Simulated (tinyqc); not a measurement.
Heat flow across a film from the phonon Boltzmann equation in the relaxation-time approximation. Changing the film thickness L. Computed by tinyqc, a small Python program. Command: `OMP_NUM_THREADS=1 python tinyqc.py 3026062 3026063 out.jsonl slabbte sweep`. One thread of a shared host (Intel(R) Xeon(R) Processor @ 2.30GHz), about 0.04 s of CPU time with the checks.

Two black walls, hot at x = 0 and cold at x = L, emit phonons isotropically. For one free path Lambda, with tau = x/Lambda, tau_L = L/Lambda and phi = (T - T_cold)/Delta T, energy balance gives phi(tau) = (1/2) [E2(tau) + int_0^tau_L phi(s) E1(|tau - s|) ds]; E_n are the exponential integrals. The flux over the ballistic flux C v Delta T/4 is psi = 1 - 2 int_0^tau_L phi(s) E2(s) ds, and kappa_eff/kappa = (3/4) tau_L psi. kappa = C v Lambda/3 is an input, so at fixed kappa a longer free path means a smaller C v.

Inputs (values chosen for the exercise, modelled on silicon):

| quantity | value | unit |
|---|---|---|
| bulk conductivity kappa | 154 | W/(m K) |
| wall temperature difference Delta T | 7.1 | K |
| free path Lambda_1 | 170 | nm |
| cells n in the small system | 6 | - |

Free-path groups: one.

Method:
- Cut the film into n equal cells with constant phi, collocated at the centres c_i: the kernel integrates to A_ij = |E2(|c_i - e_j|) - E2(|c_i - e_(j+1)|)|/2 for cell edges e_j, and A_ii = 1 - E2(half a cell); solve (1 - A) phi = E2(c)/2; psi = 1 - 2 sum_j phi_j [E3(e_j) - E3(e_(j+1))].
- Use 150 and 300 cells and extrapolate psi = (4 psi(300) - psi(150))/3. The jump at the hot wall is 1 - phi there (linear extrapolation from the first two of 300 cells). Two-flux (diffusion with slip) formula: psi = 1/(1 + 3 tau_L/4).
- Each group is solved on its own with 150 and 300 cells, psi = (4 psi(300) - psi(150))/3, and weighted by its share of kappa.
- Flux J = kappa_eff Delta T/L; apparent boundary resistance per wall (L/kappa_eff - L/kappa)/2.

One run for each value:

| film thickness L (nm) | kappa_eff (W/(m K)) | flux J (GW/m^2) | jump at the wall / Delta T for Lambda_1 | apparent resistance per wall (m^2 K/GW) |
|---|---|---|---|---|
| 3.4 | 2.3 | 4.732 | 0.4782 | 0.7392 |
| 15 | 9.4 | 4.460 | 0.4349 | 0.7473 |
| 31 | 18.1 | 4.149 | 0.3949 | 0.7551 |
| 64 | 32.9 | 3.649 | 0.3390 | 0.7650 |
| 130 | 54.3 | 2.966 | 0.2704 | 0.7748 |
| 280 | 82.8 | 2.099 | 0.1895 | 0.7819 |
| 590 | 109.3 | 1.315 | 0.1186 | 0.7840 |
| 1200 | 128.2 | 0.759 | 0.0687 | 0.7842 |
| 2600 | 140.9 | 0.385 | 0.0352 | 0.7834 |

Give the missing row, film thickness L (nm) = 7.1.

Computed row; columns: (1) film thickness L (nm); (2) kappa_eff (W/(m K)); (3) flux J (GW/m^2); (4) jump at the wall / Delta T for Lambda_1; (5) apparent resistance per wall (m^2 K/GW):
```
(1)  (2)    (3)     (4)     (5)
7.1  4.6  4.639  0.4619  0.7421
```

Interpolating between the two neighbouring rows (the first column on a logarithmic scale, the others too where they are positive) misses most in jump at the wall / Delta T for Lambda_1, by 1.2 %. Over the rows, kappa_eff (W/(m K)) rises from 2.27 to 141 (exponent d ln y / d ln x 0.97 between the first rows and 0.12 between the last); flux J (GW/m^2) falls from 4.73 to 0.385 (exponent d ln y / d ln x -0.027 between the first rows and -0.88 between the last); jump at the wall / Delta T for Lambda_1 falls from 0.478 to 0.0352 (exponent d ln y / d ln x -0.047 between the first rows and -0.86 between the last). At the low end the exponent of kappa_eff is 0.97, close to 1: the ballistic limit. At the low end the exponent of flux J is -0.03, close to 0: the ballistic flux does not depend on L. In thin films phonons cross without scattering: the flux is bounded by what the walls emit, and Delta T drops in two jumps of one half each. In thick films the jumps shrink as Lambda/L and the apparent wall resistance tends to a constant.

Caution (rows 3.40, 7.10): below about 10 nm the film nears the phonon wavelength, and a particle picture fails.

Extremes, crossings and ranges named in words are read from the listed rows.
